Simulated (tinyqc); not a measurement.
# Pinning factor and decay constant from two barriers

Problem. phiB = S (phiM - chi) + (1 - S)(Eg - E0) with S = 1/(1 + (1/S0 - 1) exp(-be ti)). Find S0, S at the given thickness and be.

Parameters, values chosen for the exercise; semiconductor values close to those of germanium; interlayer mass of the order of that in strontium titanate, offset chosen freely:
- Eg = 0.677 eV (band gap)
- chi = 4.06 eV (electron affinity)
- E0 = 0.089 eV (charge-neutrality level above the valence band)
- phiM = 4.09 eV (metal work function)

phiB at ti = 0, 0.5 nm (eV): 0.55898400  0.52453396

Answer. Each barrier gives its S by linear interpolation between the pinned and the unpinned value; the ratio of the two values of 1/S - 1 is exp(be ti).

S0 = 0.05200
S = 0.1137
be = 1.700 1/nm

tinyqc, about 0.04 s, one thread, Intel Xeon 2.30GHz (shared host): `OMP_NUM_THREADS=1 python tinyqc.py 2270163 2270164 out.jsonl`
